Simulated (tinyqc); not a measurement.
Error of each scheme against the width: smearing for a one-band metal on the simple cubic lattice.

Lattice vectors (units of a): a1 = (1, 0, 0), a2 = (0, 1, 0), a3 = (0, 0, 1). E(k) = -t A_1(k) - t2 A_2(k), A_m the sum of cos(k . R) over the 6 nearest and 12 second lattice vectors. Mesh k = sum (j_i/N) b_i, j_i = 0 .. N-1.

With x = (E_k - mu)/sigma: Fermi-Dirac f = 1/(1 + exp(x)), s = -f ln f - (1 - f) ln(1 - f); Gaussian f = erfc(x)/2, s = exp(-x^2)/(2 sqrt(pi)); Methfessel-Paxton (first order) f = erfc(x)/2 - x exp(-x^2)/(2 sqrt(pi)), s = (1 - 2 x^2) exp(-x^2)/(4 sqrt(pi)); cold (Marzari-Vanderbilt) with y = x + 1/sqrt(2), f = erfc(y)/2 + exp(-y^2)/sqrt(2 pi), s = y exp(-y^2)/sqrt(2 pi). With weights w = points/N^d (d the dimension), mu solves 2 sum w f = ne; E = 2 sum w f E_k, S = 2 sum w s, F = E - sigma S.

Inputs chosen for the exercise:

| symbol | value | unit | meaning |
|---|---|---|---|
| t | 0.58 | eV | nearest hopping |
| t2 | -0.15 | eV | second hopping |
| ne | 1.05 |  | electrons per cell |

All on the dense mesh N = 40. The reference is F of first-order Methfessel-Paxton smearing with sigma = 0.05 t on the mesh N = 40; it moves by 0.05 meV on the mesh N = 50; in three dimensions such meshes can agree by chance and the reference may be off by about 1 meV, so smaller errors are not resolved.

Errors (meV per cell):

| sigma (eV) | FD F | FD (E+F)/2 | Gauss F | Gauss (E+F)/2 | MP F | cold F |
|---|---|---|---|---|---|---|
| 0.058 | -2.71 | 0.03 | -0.39 | 0.03 | 0.03 | 0.04 |
| 0.087 | -6.14 | 0.04 | -0.91 | 0.03 | 0.03 | 0.05 |
| 0.116 | -10.95 | 0.06 | -1.63 | 0.03 | 0.03 | 0.06 |
| 0.174 | -24.74 | 0.15 | -3.71 | 0.03 | 0.03 | 0.11 |
| 0.232 | -44.13 | 0.18 | -6.63 | 0.04 | 0.04 | 0.22 |
| 0.348 | -98.94 | -1.78 | -14.98 | 0.07 | 0.08 | 0.73 |
| 0.464 | -172.42 | -9.36 | -26.70 | 0.14 | 0.19 | 1.90 |

reference = -1.18471 eV

Doubling sigma from 0.116 to 0.232 eV multiplies the error of F by 4.0 (Fermi-Dirac) and 4.1 (Gaussian); a pure sigma^2 term would give 4. At the smallest width Fermi-Dirac errs 7.0 times as much as Gaussian, against 2 pi^2/3 = 6.6 for the ratio of the sigma^2 terms at equal sigma. At the largest width the sizes of the errors rank Gauss (E+F)/2 0.1, MP F 0.2, cold F 1.9, FD (E+F)/2 9.4, Gauss F 26.7, FD F 172.4 meV; below about 1 meV this order, and the ratios at the smallest width, carry the noise of the mesh.

Run: tinyqc, `OMP_NUM_THREADS=1 python tinyqc.py 1652197 1652198 out.jsonl`; Intel(R) Xeon(R) Processor @ 2.30GHz, one thread, shared host; about 0.3 s of CPU time with all checks.
